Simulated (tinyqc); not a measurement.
# From completion temperature T_f back to ramp rate beta

Model: growth of a silicide layer between metal and silicon: linear-parabolic kinetics, ramp anneals and Kissinger analysis. Computed by tinyqc, a small Python program. Command: `OMP_NUM_THREADS=1 python tinyqc.py 3002532 3002533 out.jsonl silicide inv`. One thread of a shared host (Intel(R) Xeon(R) Processor @ 2.30GHz), about 0.2 s of CPU time with the checks.

One compound layer of thickness x grows by diffusion through itself and reaction at an interface, dx/dt = 1/(2x/K + 1/v), until the metal is used up at x = a h.

Inputs (values chosen for the exercise, modelled on NiSi):

| quantity | value | unit |
|---|---|---|
| metal thickness h | 36 | nm |
| silicide formed per metal thickness a | 2.2 | - |
| prefactor of the parabolic constant K | 4.1e+13 | nm^2/s |
| activation energy E of K | 1.64 | eV |
| prefactor of the interface velocity v | 4.3e+13 | nm/s |
| activation energy E_v | 1.8 | eV |

Constants: k_B = 8.617333262e-05 eV/K.

Method:
- The silicide ends at the thickness a h.
- K = K0 exp(-E/(k_B T)), v = v0 exp(-E_v/(k_B T)).
- Temperatures in kelvin are T(C) + 273.15.
- Ramp from x = 0 at 100 C at the rate beta: dx/dT = (1/beta)/(2x/K + 1/v), integrated adaptively (tolerance 1e-9) until x = a h at T_f.

Problem. A run gave the result below. Find the ramp rate beta, known to lie between 0.71 and 1.9 C/s.

completion temperature T_f = 465.6367 C

Solution.

Each step takes the trial c = (a f_b - b f_a)/(f_b - f_a), f being the result less the target and a, b, c the logarithms of the listed values; c replaces end b, the old b replaces a if the sign of f changed, and otherwise f_a is halved.

Scan of the range:

| ramp rate beta (C/s) | completion temperature T_f (C) |
|---|---|
| 0.710 | 457.648 |
| 0.837 | 461.914 |
| 0.986 | 466.209 |
| 1.160 | 470.520 |
| 1.370 | 474.984 |
| 1.610 | 479.365 |
| 1.900 | 483.913 |

False position (Illinois rule, in the logarithm of the input) inside the bracket:

| step | end a | end b | trial | completion temperature T_f (C) |
|---|---|---|---|---|
| 1 | 0.837000 | 0.986000 | 0.964696 | 465.634 |
| 2 | 0.986000 | 0.964696 | 0.964800 | 465.637 |
| 3 | 0.986000 | 0.964800 | 0.964800 | 465.637 |
| 4 | 0.964800 | 0.964800 | 0.964800 | 465.637 |

Completion temperature T_f rises at every point of a 13-point scan of the range (every second point is shown), so one value fits; it is bracketed by 0.837 and 0.986. Answer: ramp rate beta = 0.9648 C/s.
